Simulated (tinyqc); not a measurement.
# Transfer-length model of a contact, step by step

Program tinyqc, `OMP_NUM_THREADS=1 python tinyqc.py 2760138 2760139 out.jsonl`; Intel Xeon 2.30GHz, shared host, one thread, about 0.01 s. Printed values are rounded.

A metal contact of length d and width W on a thin layer of the same width. The metal has no resistance, the sheet resistance under it equals Rsh, and current enters the layer at the front edge x = 0.

Values chosen for this exercise:
```
symbol,value,unit,meaning
d,3.7,um,contact length
W,70,um,contact width
```

## Straight-line fit

```
gap,L (um),R_T (ohm)
1,2.2,1.4929
2,4.2,2.1785
3,8.1,3.5228
4,15,5.8947
5,30,11.017
```

Pairs of such contacts at gaps L have R_T = Rsh L/W + 2 Rc. The values of R_T were made from Rsh and rc with a random scatter of 0.2 % and are treated as data. Least squares: slope = sum (L - mean L)(R_T - mean R_T)/sum (L - mean L)^2, intercept = mean R_T - slope mean L. Rsh = slope W, Rc = intercept/2, and A = Rc/slope is half the distance from the origin to the zero of the line.

slope = 0.342624 ohm/um
intercept = 0.743949 ohm
Rsh = 23.9837 ohm/sq
Rc = 0.371975 ohm
A = 1.08566 um

## Iteration 1: transfer length

Lt at the start = 1.08566 um

A = Lt coth(d/Lt) is solved for Lt, starting from Lt = A. Newton step for Lt - A tanh(d/Lt) = 0: Lt(new) = Lt - [Lt - A tanh(d/Lt)]/[1 + A d/(Lt cosh(d/Lt))^2].

Lt after iteration 1 = 1.08332 um

## Iteration 2: transfer length

As before.

Lt after iteration 2 = 1.08332 um

## Course of the iteration

Stop when Lt changes by less than 1e-9 of itself, or after 40 iterations.

Course of the iteration:
```
iteration,Lt (um),relative change
1,1.08332,2.16e-3
2,1.08332,1.64e-7
3,1.08332,9.99e-16
```

Converged in 3 iterations.

## Contact resistivity

converged Lt = 1.08332 um

rc = Rsh Lt^2. Short cuts: Rsh A^2 (long contact, Lt = A) and Rc W d (short contact, even current).

rc = 2.81469e-7 ohm cm^2
Rsh A^2 = 2.82687e-7 ohm cm^2
Rc W d = 9.63414e-7 ohm cm^2

The extracted rc is 0.52 % above the value 2.8e-7 ohm cm^2 that made the data. The long-contact form is 0.43 % above the extracted value and the short-contact form 3.42 times it; both can only overstate it.
